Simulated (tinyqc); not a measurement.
# Donor binding, ionisation and the Mott limit: ionisation against doping

Hydrogenic donor: Ry = (m0 q^3/(8 eps0^2 h^2)) me/eps_r^2 in eV, E0 = cc Ry, radius a = q/(8 pi eps0 eps_r E0), Mott density Nm = (0.26/a)^3. Below Nm the level sinks as Ed = E0 [1 - (N/Nm)^(1/3)]. Neutrality: Nc F12(eta) = N/(1 + 2 exp(eta + Ed/kB T)), F12(x) = (2/sqrt(pi)) int_0^infinity sqrt(u)/(1 + exp(u - x)) du.

The neutrality equation is solved with F12 in each row.

Values chosen for this exercise; band and dielectric values close to those of 4H silicon carbide:

| symbol | value | unit | meaning |
|---|---|---|---|
| T | 200 | K | temperature |
| eps_r | 9.76 |  | relative permittivity |
| me | 0.366 | m0 | mass in the hydrogenic formula, set independently of Nc |
| Nc | 9.25e18 | cm^-3 | conduction-band density of states at 200 K |
| cc | 1 |  | ratio of the true binding energy to the hydrogenic one |

Constants: q = 1.602176634e-19 C, kB = 1.380649e-23 J/K, eps0 = 8.8541878128e-12 F/m, h = 6.62607015e-34 J s, m0 = 9.1093837015e-31 kg, Vt = kB T/q. Results are converted to the units shown.

Ionisation against doping:
```
N (cm^-3)	N/Nm	Ed (meV)	ionised (%)	ionised with Ed = E0 (%)
3.2e15	5.1161e-4	48.095	98.897	98.603
8.2e15	0.0013110	46.555	97.489	96.566
2.1e16	0.0033574	44.448	94.635	92.012
5.3e16	0.0084736	41.618	89.672	83.416
1.3e17	0.020784	37.903	82.624	70.714
3.4e17	0.054359	32.473	73.566	54.440
8.7e17	0.13909	25.190	64.988	39.199
2.2e18	0.35173	15.375	58.409	26.900
5.6e18	0.89532	1.8917	54.653	17.748
```

The ionised share falls from 98.9 to 54.7 %, against 98.6 to 17.7 % for a fixed level: a higher density raises EF against the level, which fills more donors, while the sinking Ed works the other way.

Range of the model: A sharp level with degeneracy 2 overstates freeze-out near Nm, where the impurity band broadens and merges with the conduction band.

Numbers from tinyqc (`OMP_NUM_THREADS=1 python tinyqc.py 2330047 2330048 out.jsonl`; about 0.01 s on one thread of a shared Intel Xeon 2.30GHz).
